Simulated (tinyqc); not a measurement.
Inside a calculation: thin-film optics by transfer matrices. Values are carried at full precision from step to step, so a last printed digit may differ when a step is redone from the rounded ones.

Indices N = n + i k. Snell: N0 sin(theta) = N_j sin(theta_j), with Im(N_j cos theta_j) >= 0. Admittance y_j = N_j cos theta_j for s and N_j/cos theta_j for p. Phase delta_j = 2 pi N_j cos theta_j d_j/lambda. Layer matrix [[cos delta, -i sin delta/y], [-i y sin delta, cos delta]], multiplied from the top down to M. (B, C) = M (1, y_sub); r = (y0 B - C)/(y0 B + C), R = |r|^2, T = 4 Re y0 Re y_sub/|y0 B + C|^2, absorbed in the films 1 - R - T.

Parameters, chosen for this exercise (indices near those of Si3N4, SiO2 on polySi; the results hold for these values, not for the real material): lam = 633 nm (vacuum wavelength); n0 = 1 (ambient index); n = (1.985, 1.451, 4.013) (n of Si3N4, SiO2, substrate); k = (0, 0, 0.039) (k in the same order); d = (95.7, 80.6) nm (thicknesses, top first); theta = 60 degrees (angle of incidence); pol = p (polarisation).

## Angles, admittances and phases

Form cos theta_j, y_j and delta_j.

cos theta_j: ambient 0.5000, film 1 0.8998, film 2 0.8024, substrate 0.9764+0.0005i

y_j: ambient 2.0000, film 1 2.2060, film 2 1.8084, substrate 4.1098+0.0380i

delta_j (rad): film 1 1.6967, film 2 0.9314

## Layer matrices and their product

Form each matrix and multiply from the top down.

matrix of film 1:
```
          1         2
1   -0.1255  -0.4497i
2  -2.1886i   -0.1255
```

matrix of film 2:
```
          1         2
1    0.5967  -0.4437i
2  -1.4512i    0.5967
```

M:
```
          1         2
1   -0.7275  -0.2126i
2  -1.1237i   -1.0461
```

Each matrix has determinant 1, and so has M.

## Reflection and transmission

Close the stack on the substrate.

B, C: -0.7195-0.8739i  -4.2991-1.1635i

r = -0.3553+0.2821i
R = 0.2058
T into the substrate = 0.7942
absorbed in the films = 0.0000

The bare substrate would reflect 0.1193.

## Ellipsometric angles

Ellipsometry: rho = tan(Psi) exp(i Delta) = -conj(r_p/r_s) with the r of the admittance formula, Delta in 0 to 360 degrees, so that a bare dielectric at small angles gives Delta = 180.

Repeat the steps for both polarisations.

r_s = -0.8533+0.1385i
r_p = -0.3553+0.2821i
Psi = 27.69 degrees
Delta = 209.23 degrees

## Checks

- R against the recursion of Airy sums from the substrate up: both 0.20585.

Run: tinyqc, `OMP_NUM_THREADS=1 python tinyqc.py 1651947 1651948 out.jsonl`; Intel(R) Xeon(R) Processor @ 2.30GHz, one thread, shared host; about 0.01 s of CPU time with all checks.
